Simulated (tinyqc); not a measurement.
AlGaN/GaN HEMT with access regions, lumped model: two steps of the calculation.

A polarisation-induced electron sheet under a Schottky gate, in series with two ungated access regions and contacts. Drift law v = mu E/(1 + mu E/vs) under the gate. Currents in mA/mm, resistances in ohm mm. No self-heating, no channel-length modulation; fits for polarisation, barrier and offset are chosen for the exercise.

Values chosen for this exercise; values close to those of AlGaN/GaN structures: aluminium share of the barrier x = 0.24; barrier thickness d = 30 nm; relative permittivity of barrier and channel eps_r = 9; channel mobility mu = 1900 cm^2/(V s); saturation velocity vs = 1.1e7 cm/s; gate length Lg = 0.15 um; source access length Ls = 1.5 um; drain access length Ld = 12 um; resistance of each contact Rc = 0.31 ohm mm; share of the drain-access electrons removed by traps ft = 0.45; gate voltage Vg = 0 V; critical field Ec = 2.6 MV/cm; depth over which the depleted charge spreads te = 0.39 um; insulator under the field plate tf = 500 nm; relative permittivity of that insulator ei = 7.5.

Constants: q = 1.602176634e-19 C, eps0 = 8.8541878128e-14 F/cm where lengths are in cm. Results are converted to the units shown.

Problem 1. Polarisation charge, threshold and sheet resistance. sigma = (5e13 x + 1.6e13 x^2) cm^-2, phiB = 0.84 + 1.3 x, dEc = 0.7 (1.71 x + x^2) in volts, Cb = eps0 eps_r/d, VT = phiB - dEc - q sigma/Cb, access density n0 = -Cb VT/q. Rsh = 1/(q mu n0); largest access current q n0 vs.

Wanted: sigma; Cb; VT; n0; Rsh; q n0 vs.

Solution 1.

sigma = 1.292e13 cm^-2
Cb = 0.2656 uF/cm^2
VT = -6.970 V
n0 = 1.155e13 cm^-2
Rsh = 284.3 ohm
q n0 vs = 2036 mA/mm

Problem 2. On-resistance and breakdown. Ron = 2 Rc + Ls/(q mu n0) + Ld/(q mu (1 - ft) n0) + Lg/(mu Cb (Vg - VT)). Off state: a depleted stretch that holds the voltage V has the peak field sqrt(k V), k = 2 q n0/(eps0 eps_r te), so one edge holds V1 = Ec^2/k. The sheet under the plate pinches off at Vf = q n0 (1/Cb + tf/(eps0 ei)); beyond it the gate edge is screened. BV = V1 if Vf >= V1, else Vf + V1, and at most Ec Ld. Specific resistance Ron (Ls + Lg + Ld); figure of merit BV^2 over it.

Find: Ron; Vf; V1; BV; specific resistance; figure of merit.

Solution 2.

Ron = 7.2919 ohm mm
Vf = 146.36 V
V1 = 56.741 V
BV = 56.741 V
specific resistance = 0.99535 mohm cm^2
figure of merit = 3.2346 MW/cm^2

The plate pinches off too late to screen the gate edge, so it adds nothing.

tinyqc, about 0.02 s, one thread, Intel Xeon 2.30GHz (shared host): `OMP_NUM_THREADS=1 python tinyqc.py 2570041 2570042 out.jsonl`
